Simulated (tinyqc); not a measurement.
Tight binding, kagome lattice, step by step. One step of it, computed by the program tinyqc.

Question. Bloch Hamiltonian at k. H_AB = -t1 - t2 exp(-i k.a1), H_AC = -t1 - t2 exp(-i k.a2), H_BC = -t1 - t2 exp(i k.(a1 - a2)), H_CC = delta.

Parameters chosen for this model:
```
parameter,value,unit
t1,1.930000,"eV, up triangles"
t2,0.970000,"eV, down triangles"
delta,0,eV on site C
```

k point k (fractions of the reciprocal vectors): 0.010000  0.380000

Give: H(k) at k.

Answer.

H(k) at k (eV):
```
,A,B,C
A,0.000,-2.898+0.061i,-1.223+0.664i
B,-2.898-0.061i,0.000,-1.266+0.707i
C,-1.223-0.664i,-1.266-0.707i,0.000
```
